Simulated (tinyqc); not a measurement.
Limits of the phonon part: Bloch-Grueneisen resistivity of a metal. Computed by tinyqc, a small Python program. Command: `OMP_NUM_THREADS=1 python tinyqc.py 3010374 3010375 out.jsonl bg walk`. One thread of a shared host (Intel(R) Xeon(R) Processor @ 2.30GHz), about 0.01 s of CPU time with the checks.

Electrons scatter from a Debye spectrum of phonons (n = 5 for scattering within one band, n = 3 for scattering into a second, heavy band) and from static defects.

Inputs (values chosen for the exercise, modelled on molybdenum):

| quantity | value | unit |
|---|---|---|
| exponent n | 5 | - |
| Debye temperature Theta | 370 | K |
| transport coupling lambda_tr | 0.34 | - |
| Drude plasma energy hbar w_p | 8.1 | eV |
| residual resistivity rho_0 | 0.1 | microohm cm |

Addition: none.

Constants: k_B = 1.380649e-23 J/K; hbar = 1.054571817e-34 J s; eps_0 = 8.8541878128e-12 F/m; hbar = 6.582119569e-16 eV s.

Method:
- J_n(y) = int_0^y x^n e^x/(e^x - 1)^2 dx, by 96 Gauss-Legendre points (upper limit at most 60).
- rho_ph = (n - 1) rho_1 (T/Theta)^n J_n(Theta/T), with rho_1 = 2 pi lambda_tr k_B Theta/(hbar eps_0 w_p^2), the high-temperature line at T = Theta.
- Matthiessen's rule: rho = rho_0 + rho_ph.
- Low T: (n - 1) n! zeta(n) rho_1 (T/Theta)^n. High T: rho_1 (T/Theta) [1 - (n - 1)/(12 (n + 1)) (Theta/T)^2].

Resistivities (microohm cm):

| T (K) | rho_ph | low-T law | straight line | line with correction | total rho |
|---|---|---|---|---|---|
| 11 | 8.9212e-05 | 8.9212e-05 | 0.229 | - | 0.100 |
| 18 | 1.0467e-03 | 1.0467e-03 | 0.375 | - | 0.101 |
| 30 | 1.3247e-02 | 1.3461e-02 | 0.626 | - | 0.113 |
| 44 | 7.7558e-02 | 9.1353e-02 | 0.918 | - | 0.178 |
| 74 | 4.9652e-01 | 1.2292e+00 | 1.544 | - | 0.597 |
| 130 | 1.7850e+00 | 2.0567e+01 | 2.712 | 1.491 | 1.885 |
| 180 | 2.9961e+00 | 1.0467e+02 | 3.754 | 2.873 | 3.096 |
| 300 | 5.7575e+00 | 1.3461e+03 | 6.257 | 5.729 | 5.857 |
| 440 | 8.8265e+00 | 9.1353e+03 | 9.178 | 8.817 | 8.926 |
| 740 | 1.5223e+01 | 1.2292e+05 | 15.435 | 15.221 | 15.323 |

The low-T law holds to 10 % up to 30 K, the straight line from 300 K on. The local exponent of rho_ph falls from 5.00 to 1.05. Phonons overtake the residual resistivity between 44.0 and 74.0 K.

Extremes, crossings and ranges named in words are read from the listed rows.
